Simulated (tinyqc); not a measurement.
# Small-signal admittance of a forward-biased p+-n diode, step by step

tinyqc, about 0.01 s, one thread, Intel Xeon 2.30GHz (shared host): `OMP_NUM_THREADS=1 python tinyqc.py 2890192 2890193 out.jsonl` Printed values are rounded.

Holes injected into a neutral base of width wb with an ohmic contact at its end; low injection, p0 far above the equilibrium density. A small voltage v exp(i w t), w = 2 pi f, modulates the edge density by p0 v/Vt, and the small-signal density obeys Dp d2p/dx2 = (1/tau + i w) p.

Parameters, values chosen for the exercise; permittivity close to that of 4H silicon carbide:
- T = 275 K (temperature)
- eps_r = 9.7 (relative permittivity)
- Nd = 1.4e16 cm^-3 (donor density of the base)
- Dp = 2.5 cm^2/s (hole diffusion coefficient)
- tau = 5e-8 s (hole lifetime)
- wb = 1.1 um (width of the neutral base)
- p0 = 1.7e13 cm^-3 (excess hole density at the junction edge)
- Na = 4e18 cm^-3 (acceptor density of the p+ side)
- f = 8.5e7 Hz (signal frequency)

Constants: q = 1.602176634e-19 C, kB = 1.380649e-23 J/K, Vt = kB T/q, eps0 = 8.8541878128e-14 F/cm where lengths are in cm. Results are converted to the units shown.

## Closed-form admittance

L = sqrt(Dp tau); direct current J = (q Dp p0/L) coth(wb/L); k = sqrt(1 + i w tau)/L; diffusion admittance Y = (q Dp p0/Vt) k coth(k wb) = G + i w C_diff; junction capacitance C_j = sqrt(q eps0 eps_r Nd/(2 Vr)) in the depletion approximation, with the remaining barrier Vr = Vt ln(Na/p0), a rough value under forward bias; base-width modulation is left out.

L = 3.53553 um
J = 0.0638869 A/cm^2
k wb = 1.15834+1.11578i
Y = 3.05122+2.13590i S/cm^2
C_diff = 0.00399928 uF/cm^2
C_j = 0.0573260 uF/cm^2

G is 1.13 times its low-frequency value J/Vt, and C_diff is 0.0698 times C_j.

## The same by finite differences

7 equal intervals, h = wb/7; u = small-signal density over its edge value, u_0 = 1, u_7 = 0; u_(i-1) + b u_i + u_(i+1) = 0 with b = -2 - h^2 (1/tau + i w)/Dp; Y = (q Dp p0/(Vt h)) (-b/2 - u_1), which includes the half box at the edge.

b = -2.00198-0.05275i
u, node 1 to 6: 0.834627-0.091746i  0.675742-0.139644i  0.525559-0.152170i  0.384441-0.137273i  0.251325-0.102365i  0.124105-0.054402i
Y on the mesh = 3.04194+2.15989i S/cm^2

Against the closed form the real part is 0.30 % below it and the imaginary part 1.1 % above it; |k h| = 0.23.
